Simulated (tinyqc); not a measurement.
Schottky diode by thermionic emission with image-force lowering and series resistance: a Richardson plot.

Metal on an n-type semiconductor with one parabolic valley; V > 0 is forward bias (metal positive). I = I0 [exp(Vj/(n Vt)) - 1] with Vj = V - I Rs; I0 = S A* T^2 exp(-(phi - dphi)/Vt), the lowering dphi taken at zero bias.

A* = 4 pi q me m0 kB^2/h^3 (times 1e-4 for A/(cm^2 K^2)); Nc = 2 (2 pi me m0 kB T/h^2)^1.5 (times 1e-6 for cm^-3); xi = Vt ln(Nc/Nd), Vbi = phi - xi; surface field Em = sqrt(2 q Nd (Vbi - V - Vt)/(eps0 eps_r)); dphi = sqrt(q Em/(4 pi eps0 eps_r)). Here V = 0 in Em; phi is held fixed.

Parameters, values chosen for the exercise; band and dielectric values close to those of gallium arsenide: electron mass me = 0.067 m0; relative permittivity eps_r = 13.1; barrier height seen from the metal phi = 0.49 eV; donor density Nd = 4.1e16 cm^-3; area S = 0.0022 cm^2.

Constants: q = 1.602176634e-19 C, kB = 1.380649e-23 J/K, h = 6.62607015e-34 J s, m0 = 9.1093837015e-31 kg, Vt = kB T/q, eps0 = 8.8541878128e-14 F/cm where lengths are in cm. Results are converted to the units shown.

A Richardson plot:
```
T (K)	dphi (meV)	I0 (A)	ln(I0/(S T^2))	1/Vt (1/V)
200	27.897	1.6065e-9	-24.727	58.023
240	27.655	1.9948e-7	-20.270	48.352
280	27.392	6.5470e-6	-17.087	41.445
320	27.109	9.2980e-5	-14.700	36.264
360	26.805	7.5242e-4	-12.845	32.235
400	26.480	0.0040957	-11.361	29.011
450	26.041	0.022836	-9.8786	25.788
```

I0 grows by 7.15 decades. The line through the end rows has the slope -0.4606 eV and the intercept ln(7.39 A/(cm^2 K^2)), against phi = 0.49 eV and A* = 8.05. The difference comes from the lowering: dphi falls from 27.9 to 26.0 meV.

tinyqc, about 0.01 s, one thread, Intel Xeon 2.30GHz (shared host): `OMP_NUM_THREADS=1 python tinyqc.py 2640093 2640094 out.jsonl`
